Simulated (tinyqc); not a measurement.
## MOS inversion layer, Poisson-Schroedinger loop: effect of the temperature

Electrons confined at an insulator interface at z = 0, treated as a hard wall; parabolic valleys, Hartree approximation, no image or exchange terms. The depletion charge lies far deeper than the electrons and gives a uniform field q Nd/(eps0 eps_r); the gate balances all charge. Energies are counted from the band edge at the interface.

Schroedinger equation -(C/mz) psi'' + (V0 + U + dE for set B) psi = E psi, C = hbar^2/(2 m0), psi(0) = 0, on a uniform mesh of 800 nodes with a far wall at 26 nm, 8 levels a set; V0 = q Nd z/(eps0 eps_r); dU/dz = q (Ns - integral of n from 0 to z)/(eps0 eps_r), U(0) = 0; N_k = g md m0 q Vt/(pi hbar^2) ln(1 + exp((EF - E_k)/Vt)), g the number of valleys of the set, sum N_k = Ns. Triangular well: E_k = a_k (C F^2/mz)^(1/3), a_1 = 2.338107, a_2 = 4.087949, C = hbar^2/(2 m0), F in eV/nm. Fang-Howard (all electrons in the lowest level of set A): b^3 = 6 (mz1/C) q (Nd + 11 Ns/32)/(eps0 eps_r), centroid 3/b, level C b^2/(4 mz1) + (3/b) q (Nd + 11 Ns/16)/(eps0 eps_r). The centroid adds 3.9 z_av/eps_r to an oxide-equivalent thickness.

Values chosen for this exercise; masses and permittivity close to those of germanium (111): relative permittivity eps_r = 16.1; mass along z of valley set A (1 valley(s)) mz1 = 1.61 m0; in-plane density-of-states mass of set A md1 = 0.0834 m0; mass along z of valley set B (3 valley(s)) mz2 = 0.0908 m0; in-plane density-of-states mass of set B md2 = 0.345 m0; sheet density of electrons Ns = 1.3e12 cm^-2; sheet density of depletion charge Nd = 3.4e12 cm^-2; extra shift of set B (strain) dE = 0.08 eV.

Constants: q = 1.602176634e-19 C, kB = 1.380649e-23 J/K, hbar = 1.054571817e-34 J s, m0 = 9.1093837015e-31 kg, Vt = kB T/q, eps0 = 8.8541878128e-14 F/cm where lengths are in cm, hbar^2/(2 m0) = 0.0380998212 eV nm^2. Results are converted to the units shown.

The same in every row: Fang-Howard centroid (nm) = 1.35.

Result of one run:

| A1 (meV) | B1 (meV) | EF (meV) | share of A1 (%) | share of set A (%) | centroid z_av (nm) | added oxide equivalent (nm) |
|---|---|---|---|---|---|---|
| 90.4 | 298 | 122 | 91.2 | 100 | 1.36 | 0.330 |

Which temperature T gave this result: 200, 300, 400 or 500 K?

T = 200 K.

The whole series:

| T (K) | A1 (meV) | B1 (meV) | EF (meV) | share of A1 (%) | share of set A (%) | centroid z_av (nm) | added oxide equivalent (nm) |
|---|---|---|---|---|---|---|---|
| 20 | 90.2 | 297 | 127 | 100 | 100 | 1.27 | 0.308 |
| 50 | 90.2 | 297 | 127 | 99.9 | 100 | 1.27 | 0.308 |
| 77 | 90.2 | 297 | 127 | 99.4 | 100 | 1.28 | 0.309 |
| 120 | 90.2 | 297 | 126 | 97.3 | 100 | 1.30 | 0.314 |
| 200 | 90.4 | 298 | 122 | 91.2 | 100 | 1.36 | 0.330 |
| 300 | 90.6 | 299 | 112 | 82.5 | 99.4 | 1.48 | 0.358 |
| 400 | 90.9 | 300 | 97.3 | 73.0 | 96.8 | 1.64 | 0.398 |
| 500 | 91.2 | 302 | 77.6 | 63.2 | 91.9 | 1.85 | 0.449 |

As T goes from 20 to 500, A1 rises from 90.2 to 91.2 meV, the share of A1 falls from 100 to 63.2 % and the centroid rises from 1.27 to 1.85 nm. EF lies more than 2 meV above A1 for T = 20, 50, 77, 120, 200, 300, 400. The Fang-Howard centroid is 6.3 % above the full one in the first row, where A1 holds 100 %, and 27 % below it in the last, where A1 holds 63.2 %.

Numbers from tinyqc (`OMP_NUM_THREADS=1 python tinyqc.py 2160031 2160032 out.jsonl`; about 0.7 s on one thread of a shared Intel Xeon 2.30GHz).
